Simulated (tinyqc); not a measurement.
Comparisons within one model: heavy doping: gap narrowing, degeneracy and the minority density. A value that a table varies takes the place of the one given here.

F_j(eta) = (1/Gamma(j + 1)) integral_0^infinity x^j dx/(1 + exp(x - eta)), which tends to exp(eta) for eta << 0.

Empirical narrowing (Slotboom form, constants chosen for the exercise; published fits of this form give the apparent narrowing, here it is taken as the true one): dEg = E0 [ln(N/N0) + sqrt(ln(N/N0)^2 + C)].

Majority: N = Nc F_1/2(eta), eta the distance of EF beyond the majority band edge in kT. Degeneracy factor gam = F_1/2(eta)/exp(eta). ni0^2 = Nc Nv exp(-Eg/kT); product n p = ni0^2 gam exp(dEg/kT), dEg the true narrowing; apparent narrowing dEa = dEg + kT ln gam; minority density = n p/N.

Bipolar transistor with N as emitter doping: beta = K (N/NB) exp((dEa_B + dG - dEa_E)/kT), dEa_E = dEg(N) + kT ln gam, dEa_B = dEg(NB). For the sweep in T, Nc is scaled as (T/T0)^(3/2) from its value at T0 = T.

Constants: kB = 8.617333262e-05 eV/K.

Values chosen for the exercise (gap and densities of states near those of Si at this temperature; narrowing constants near the fits for Si; the results hold for these values, not for the real material):
```
symbol  value     unit    meaning
Eg      1.087     eV      gap
Nc      5.04e+19  1/cm^3  conduction-band density of states
Nv      2.09e+19  1/cm^3  valence-band density of states
T       450       K
E0      6.01      meV     narrowing scale
N0      1.2e+17   1/cm^3  onset density
C       0.5               smoothing constant
N       5e+19     1/cm^3  ionised donors, equal to the majority density
NB      9e+17     1/cm^3  base doping
K       4.4               ratio (D_B W_E)/(D_E W_B)
dG      80        meV     extra narrowing of the base by alloying
```

## Narrowing against degeneracy

N takes the values listed; the last column is N over the factor gam exp(dEg/kT), the doping that a simple model would need to give the same minority density.

Results:
```
N (1/cm^3)    eta      gam  dEg (meV)  dEa (meV)  minority (1/cm^3)  effective doping (1/cm^3)
2.0e+17     -5.53    0.999        8.3        8.3           4.37e+09                   1.62e+17
5.0e+17     -4.61    0.996       18.1       18.0           2.25e+09                   3.14e+17
2.0e+18     -3.21    0.986       34.3       33.8           8.44e+08                   8.37e+17
5.0e+18     -2.28    0.966       45.2       43.9           4.38e+08                   1.61e+18
2.0e+19     -0.78    0.870       61.8       56.4           1.51e+08                   4.67e+18
5.0e+19      0.34    0.708       72.8       59.3           6.52e+07                   1.08e+19
2.0e+20      2.71    0.264       89.4       37.7           9.32e+06                   7.57e+19
4.0e+20      4.63   0.0778       97.7       -1.3           1.70e+06                   4.14e+20
1.0e+21      8.77  0.00309      108.7     -115.4           3.60e+04                   1.96e+22
```

How do the results move?

dEg grows steadily to 108.7 meV, while the apparent value peaks at 59.3 meV for N = 5e+19 and falls to -115.4 meV as the Fermi level enters the band (a negative value is not met in measurements: parabolic bands with a fixed mass overstate the filling). N grows by a factor 25 from the third to the sixth row and the effective doping by 12.9.

## Current gain against temperature

Gain:
```
T (K)      beta  beta with dG = 0  without narrowing
150    1.63e+04              33.4                244
200    4.91e+03              47.4                244
250    2.47e+03              60.3                244
300    1.59e+03              72.1                244
350    1.17e+03              82.7                244
400         939              92.2                244
450         792               101                244
```

dEa_B + dG - dEa_E at T0 = 45.6 meV

How do the results move?

beta is 1.63e+04 at 150 K and 792 at 450 K, since the net exponent is positive: the gap is narrower in the base. At 300 K narrowing and degeneracy change the gain by a factor 0.295 and alloying the base by 22.1.

## What moves the minority density and the gain

All results formed anew. Each row changes one parameter from the base and keeps the others.

Results:
```
case                  dEg (meV)  dEa (meV)  minority (1/cm^3)      beta
base                      72.76      59.34           6.52e+07       792
N = 1e+20 1/cm^3          81.06      54.57           2.88e+07  1.79e+03
E0 = 7.212 meV            87.31      73.89           9.49e+07       619
N0 = 2.4e+17 1/cm^3       64.46      51.04           5.26e+07       799
Eg = 1.107 eV             72.76      59.34           3.89e+07       792
Nc = 6.55e+19 1/cm^3      72.76      62.40           9.17e+07       732
NB = 1.8e+18 1/cm^3       72.76      59.34           6.52e+07       489
```

How do the results move?

The largest shifts from the base row, up to three for each result and ties (the steps differ in size, so this ranks the rows, not the parameters). dEg (meV): E0 +14.55, N +8.31, N0 -8.30; unchanged at the printed digits by Eg, Nc and NB. dEa (meV): E0 +14.55, N0 -8.30, N -4.77; unchanged at the printed digits by Eg and NB. minority (1/cm^3): N -3.64e+07, E0 +2.97e+07, Nc +2.65e+07; unchanged at the printed digits by NB. beta: N +1.00e+03, NB -303, E0 -173; unchanged at the printed digits by Eg.

Computed by tinyqc, a small Python program: `OMP_NUM_THREADS=1 python tinyqc.py 1681110 1681111 out.jsonl` (the numbers bound the seed that draws the inputs); one thread of a shared host (Intel(R) Xeon(R) Processor @ 2.30GHz), about 0.01 s for the whole set of steps.
